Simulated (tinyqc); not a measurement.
Three families of gaps: armchair graphene nanoribbon in tight binding.

An armchair ribbon of N dimer lines, width (N - 1) sqrt3 acc/2, period 3 acc, one pz orbital a site. In line n, A_n binds to B_n with -t exp(ik/3), times (1 + d) in the two edge lines, and to B_(n-1) and B_(n+1) with -t exp(-ik/6); k runs from -pi to pi. For d = 0 the modes across the ribbon are sin(n p pi/(N + 1)), p = 1 to N, with E = -/+ t sqrt(1 + 4 c^2 + 4 c cos(k/2)), c = cos(p pi/(N + 1)).

Inputs chosen for the exercise (near those used for graphene; the results hold for these values, not for the real material):
```
symbol  value  unit      meaning
t       2.83   eV        hopping
acc     1.42   angstrom  bond length
N0      6                first width
d1      0.12             edge correction
```

Nine widths from N0 on, gaps at k = 0 with d = 0 and d = d1.

Gaps:
```
N,family,width (angstrom),"gap, d = 0 (eV)","gap, d1 (eV)",gap x (N + 1) sqrt3 acc/2 (eV angstrom)
6,3p,6.15,1.3979,1.1706,10.08
7,3p+1,7.38,1.3280,1.6094,15.83
8,3p+2,8.61,0.0000,0.2174,2.41
9,3p,9.84,0.9937,0.8245,10.14
10,3p+1,11.07,0.9575,1.1543,15.61
11,3p+2,12.30,0.0000,0.1622,2.39
12,3p,13.53,0.7705,0.6362,10.17
13,3p+1,14.76,0.7484,0.8994,15.49
14,3p+2,15.99,0.0000,0.1293,2.39
```

What can be read from this table?

Without edge correction the 3p+2 ribbons have no gap and the other two families nearly share one curve. With it the mean of the last column is 15.64 for 3p+1, 10.13 for 3p and 2.40 eV angstrom for 3p+2: the stronger edge bonds raise the gap of 3p+1, lower that of 3p and open one in 3p+2. Within a family the gap falls about as 1/width. One-electron gaps of this kind leave out the self-energy and exciton terms, which are large in narrow ribbons.

Run: tinyqc, `OMP_NUM_THREADS=1 python tinyqc.py 1452085 1452086 out.jsonl`; Intel(R) Xeon(R) Processor @ 2.30GHz, one thread, shared host; about 0.08 s of CPU time with all checks.
